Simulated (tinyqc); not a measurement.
Kinetic Monte Carlo and master equation for a particle on a ring of sites with traps and bias: one step, computed by the program tinyqc. Command: `OMP_NUM_THREADS=1 python tinyqc.py 3007505 3007506 out.jsonl kmc walk`. One thread of a shared host (Intel(R) Xeon(R) Processor @ 2.30GHz), about 0.08 s of CPU time with the checks.

7 sites on a ring, numbered 1 to 7. The saddle between i and i+1 lies at E0 + s b_i and site i at s eps_i; a force F tilts the landscape, with the saddle half-way.

Question. Twelve steps of the residence-time algorithm. Start on site 1 at t = 0. Hop right if r1 is below the share right, else left; advance the clock by -ln(r2) times the mean stay.

Inputs (values chosen for the exercise, for a model defect): temperature T = 360 K.

Disorder: both.

Random numbers:
```
step      r1      r2
1     0.3103  0.5522
2     0.8415  0.0205
3     0.7790  0.6853
4     0.7851  0.5600
5     0.5877  0.2059
6     0.3476  0.0843
7     0.4957  0.8184
8     0.4117  0.3186
9     0.9783  0.4030
10    0.7087  0.9029
11    0.3991  0.5751
12    0.3022  0.7346
```

Rates, shares of right hops and mean stays:
```
site  k right (1/s)  k left (1/s)  share right  mean stay (s)
1      1.779008e+07  1.239546e+08    0.1255079   7.054938e-09
2      3.134173e+08  3.001164e+07    0.9126118   2.911811e-09
3      2.960520e+07  1.456329e+08    0.1689427   5.706520e-09
4      1.042874e+06  3.122720e+06    0.2503543   2.400618e-07
5      3.733908e+07  1.973776e+07    0.6541897   1.752024e-08
6      1.466160e+07  1.679968e+07    0.4660206   3.178510e-08
7      2.198517e+08  3.099482e+07    0.8764391   3.986502e-09
```

Give: Trajectory.

Answer.

Trajectory:
```
step  site    hop   wait (s)  clock (s)  net hops
1        1   left  4.190e-09  4.190e-09        -1
2        7  right  1.550e-08  1.969e-08         0
3        1   left  2.666e-09  2.235e-08        -1
4        7  right  2.311e-09  2.466e-08         0
5        1   left  1.115e-08  3.581e-08        -1
6        7  right  9.860e-09  4.567e-08         0
7        1   left  1.414e-09  4.709e-08        -1
8        7  right  4.560e-09  5.165e-08         0
9        1   left  6.412e-09  5.806e-08        -1
10       7  right  4.072e-10  5.847e-08         0
11       1   left  3.903e-09  6.237e-08        -1
12       7  right  1.230e-09  6.360e-08         0
```
